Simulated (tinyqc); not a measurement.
Plane-wave Kohn-Sham cycle with exchange-only LDA in a layered model solid, step by step. One step of it, computed by the program tinyqc.

Question. Iteration 1: levels at that k. Diagonalise the Hermitian matrix.

H (hartree), lower triangle:
```
,-3,-2,-1,+0,+1,+2,+3
-3,0.569707
-2,-0.315000,0.123756
-1,0.000000,-0.315000,-0.134427
+0,0.000000,0.000000,-0.315000,-0.204840
+1,0.000000,0.000000,0.000000,-0.315000,-0.087485
+2,0.000000,0.000000,0.000000,0.000000,-0.315000,0.217640
+3,0.000000,0.000000,0.000000,0.000000,0.000000,-0.315000,0.710533
```

Give: eigenvalues.

Answer.

eigenvalues (hartree): -0.670  -0.349  -0.053  0.222  0.394  0.763  0.889
